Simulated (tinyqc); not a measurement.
Inside a calculation: five-level k.p model folded onto the conduction band. Values are carried at full precision from step to step, so a last printed digit may differ when a step is redone from the rounded ones.

Second-order sums for the lowest conduction level at E: 1/m = 1 + Cm + (Ep/3)(2/E + 1/(E + Dso)) - (Ep2/3)(2/(E7 + D2 - E) + 1/(E7 - E)); g/2 = 1 + Cg - (Ep/3)(1/E - 1/(E + Dso)) - (Ep2/3)(1/(E7 - E) - 1/(E7 + D2 - E)). E is counted from the top of the valence band; E = Eg at the edge.

Constants: hbar^2/2m0 = 3.80998211 eV angstrom^2.

Parameters, chosen for this exercise (near those of CdTe; not measured data):
- Eg = 1.617 eV (gap at Gamma to the s-like level)
- Dso = 0.909 eV (spin-orbit splitting)
- Ep = 18.8 eV (Kane energy)
- E7 = 5.38 eV (upper Gamma7 conduction level, from the valence top)
- D2 = 0.31 eV (its spin-orbit splitting, Gamma8 above Gamma7)
- Ep2 = 1.7 eV (Kane energy to the upper levels)
- Cm = -0.4 (remote term in 1/m)
- Cg = -0.02 (remote term in g/2)
- k = 0.055 1/angstrom (wave vector along z)

## Mass and g factor term by term

Evaluate at E = Eg.

Terms:
```
level           part of 1/m  part of g
free + remote        0.6000     1.9600
Gamma8 valence       7.7510    -7.7510
Gamma7 valence       2.4809     4.9617
Gamma8 upper        -0.2783     0.2783
Gamma7 upper        -0.1506    -0.3012
```

m = 0.0961 m0
g = -0.852

The valence levels give 10.23 to 1/m and the upper levels take 0.43 away. In g the two valence terms nearly cancel when Dso is small against Eg; here Dso/Eg = 0.56 and they leave -2.789, the upper pair -0.023.

## The matrix at one k

For k along z and one spin sector the level c couples to four states. With c0 = hbar^2/2m0, P = sqrt(Ep c0), P2 = sqrt(Ep2 c0): diagonal Eg + (1 + Cm) c0 k^2 for c, and 0, -Dso, E7 + D2, E7 for lh, so, G8 up, G7 up (their own dispersion is left out); couplings of c: sqrt(2/3) P k to lh, sqrt(1/3) P k to so, sqrt(2/3) P2 k to G8 up, sqrt(1/3) P2 k to G7 up (phases chosen real).

Fill in the matrix.

H (eV), rows c, lh, so, G8 up, G7 up and columns alike:
$$\begin{pmatrix}
1.62392 & 0.38006 & 0.26875 & 0.11429 & 0.08081 \\
0.38006 & 0 & 0 & 0 & 0 \\
0.26875 & 0 & -0.90900 & 0 & 0 \\
0.11429 & 0 & 0 & 5.69000 & 0 \\
0.08081 & 0 & 0 & 0 & 5.38000
\end{pmatrix}$$

## Exact folding onto c

Solve E = H_cc + S(E), S(E) = sum_j H_cj^2/(E - H_jj), from E = H_cc, by plain substitution and by Newton steps on E - H_cc - S(E). The weight of c in the state is Z = 1/(1 - dS/dE). The exact level is the third eigenvalue of H from below.

Iterates (eV):
```
step  substitution   Newton
0          1.62392  1.62392
1          1.73643  1.72934
2          1.72931  1.72971
3          1.72973  1.72971
4          1.72971  1.72971
5          1.72971  1.72971
6          1.72971  1.72971
7          1.72971  1.72971
```

exact level = 1.72971 eV
Z = 0.9434

Substitution multiplies the error by about dS/dE = 1 - 1/Z = -0.060 a step, so it alternates; after 7 steps it is off by 3.1e-10 eV, while Newton is within 1e-5 eV from step 2 on.

## Loewdin series

Expanding E = H_cc + S(E) about Eg in powers of k^2, with s_n = sum_j H_cj^2/(Eg - H_jj)^n: order k^2: e2 = (1 + Cm) c0 k^2 + s1; order k^4: e4 = -s2 e2; order k^6: e6 = s3 e2^2 + s2^2 e2.

Give each order and the partial sums, counted from Eg.

s1 (eV), s2 (no unit), s3 (1/eV); (1 + Cm) c0 k^2 is H_cc - Eg: [0.11298, 0.06781, 0.03833]

e2, e4, e6 (eV): [0.11990, -0.00813, 0.00110]

partial sums (eV): [0.11990, 0.11177, 0.11287]

The exact value is 0.11271 eV; the errors of the partial sums are +7.19, -0.94 and +0.16 meV.

## Checks

- Curvature of the exact level at small k against the sum for 1/m: both 10.403.

Computed by tinyqc, a small Python program: `OMP_NUM_THREADS=1 python tinyqc.py 1050184 1050185 out.jsonl` (the numbers bound the seed that draws the inputs); one thread of a shared host (Intel(R) Xeon(R) Processor @ 2.30GHz), about 0.01 s for the whole set of steps.
